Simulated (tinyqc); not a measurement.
p-type polysilicon, carrier trapping at grain boundaries: two steps of the calculation.

One-dimensional grains of size Lg, uniform ionised doping N, monovalent traps Qt at each boundary at a depth Et below (for electrons) or above (for holes) the band edge there, abrupt depletion of width W on each side of a boundary, Boltzmann statistics. xi is the distance from the band edge at the grain centre to the Fermi level. Trapped charge Qt/(1 + exp((xi + VB - Et)/Vt)) = 2 N W, barrier VB = q N W^2/(2 eps0 eps_r).

Values chosen for this exercise; values of the order met in polycrystalline silicon: temperature T = 400 K; relative permittivity eps_r = 11.7; valence-band density of states at T NB = 4.08e19 cm^-3; grain size Lg = 59 nm; trap density of a grain boundary Qt = 1.7e12 cm^-2; depth of the trap level from the majority band edge at the boundary Et = 0.44 eV; doping N = 6.1e17 cm^-3.

Constants: q = 1.602176634e-19 C, kB = 1.380649e-23 J/K, Vt = kB T/q, eps0 = 8.8541878128e-14 F/cm where lengths are in cm. Results are converted to the units shown.

Question 1. New W. Partly depleted grain, xi = Vt ln(NB/N): f = 1/(1 + exp((xi + VB - Et)/Vt)), g = Qt f - 2 N W, g' = -2 Qt f (1 - f) VB/(W Vt) - 2 N, W(new) = W - g/g'.

W after iteration 1 = 13.908286 nm

Give: VB; f; g; g'; W after iteration 2.

Answer 1.

VB = 0.09125 V
f = 0.9973
g = -1.387e9 cm^-2
g' = -1.237e11 cm^-2/nm
W after iteration 2 = 13.90 nm

Question 2. Depletion width, Fermi level and barrier. If the trap equation with xi = Vt ln(NB/N) has a root W < Lg/2, the grain is partly depleted; otherwise W = Lg/2 and the trap equation gives xi = Et - VB + Vt ln(Qt/(N Lg) - 1). N* = Qt/Lg.

Give: N*; W; xi; VB; share of traps filled.

Answer 2.

N* = 2.8814e17 cm^-3
W = 13.897 nm
xi = 0.14487 V
VB = 0.091101 V
share of traps filled = 0.99732

N is 2.12 N*, and the grain is partly depleted; VB = 2.64 Vt.

Program tinyqc, `OMP_NUM_THREADS=1 python tinyqc.py 2830113 2830114 out.jsonl`; Intel Xeon 2.30GHz, shared host, one thread, about 0.01 s.
